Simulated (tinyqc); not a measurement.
Abrupt p-n junction, non-linear Poisson equation by Newton steps: effect of the band gap.

One dimension, p side on the left, n side on the right; net doping C = -Na for x < 0 and +Nd for x > 0. The potential psi is counted from the intrinsic level, and the quasi-Fermi potentials are flat: 0 for holes and -V for electrons, so n = ni exp((psi + V)/Vt) and p = ni exp(-psi/Vt) (Boltzmann statistics, full ionisation, no current). Under reverse bias this makes the minority densities vanishingly small everywhere; they play no part in the charge.

ni = sqrt(Nc Nv) exp(-Eg/(2 Vt)), Eg in volts. Depletion approximation: Vbi = Vt ln(Na Nd/ni^2), W = sqrt(2 eps0 eps_r (Vbi - V)(1/Na + 1/Nd)/q), xp = W Nd/(Na + Nd), xn = W Na/(Na + Nd), peak field 2 (Vbi - V)/W, capacitance eps0 eps_r/W. Exact first integral for an abrupt junction with thick neutral sides: psi_p = -Vt ln(Na/ni), psi_n = Vt ln(Nd/ni) - V, psi_j = (Nd psi_n + Na psi_p - Vt (Nd - Na))/(Na + Nd) at the junction, n_j = ni exp((psi_j + V)/Vt), p_j = ni exp(-psi_j/Vt), and E_j^2 = (2 q/(eps0 eps_r)) [Nd (psi_n - psi_j - Vt) + Vt (n_j + p_j)] (minority densities of the neutral sides neglected).

Values chosen for this exercise; band and dielectric values close to those of silicon: temperature T = 293 K; relative permittivity eps_r = 11.6; conduction-band density of states at T Nc = 2.68e19 cm^-3; valence-band density of states at T Nv = 2.53e19 cm^-3; acceptor density of the p side Na = 6.7e16 cm^-3; donor density of the n side Nd = 3e15 cm^-3; bias of the p side against the n side V = -4.4 V.

Constants: q = 1.602176634e-19 C, kB = 1.380649e-23 J/K, Vt = kB T/q, eps0 = 8.8541878128e-14 F/cm where lengths are in cm. Results are converted to the units shown.

The same in every row: share of W on the n side (%) = 95.71.

Effect of the band gap:
```
Eg (eV)  ni (cm^-3)  Vbi (V)  W (nm)  peak field, depletion (kV/cm)  peak field, exact (kV/cm)
0.89       5.772e11   0.5105    1481                          66.33                      65.98
1.07       1.634e10   0.6905    1508                          67.53                      67.19
1.26        3.795e8   0.8805    1536                          68.78                      68.45
1.44        1.074e7    1.060    1561                          69.94                      69.62
1.63        2.495e5    1.250    1588                          71.15                      70.83
1.81           7064    1.430    1613                          72.27                      71.96
2             164.1    1.620    1640                          73.44                      73.13
```

ni falls from 5.77e11 to 164 cm^-3, and Vbi follows the gap one to one, staying 0.380 V below it (Vt ln(Nc Nv/(Na Nd))). W rises from 1480 to 1640 nm and the exact peak field rises from 66.0 to 73.1 kV/cm. W goes as the square root of Vbi - V, the exact field as (Vbi - V)^(0.50) on average. The depletion field is 0.52 % above the exact one in the first row and 0.42 % above it in the last.

Numbers from tinyqc (`OMP_NUM_THREADS=1 python tinyqc.py 2000139 2000140 out.jsonl`; about 0.02 s on one thread of a shared Intel Xeon 2.30GHz).
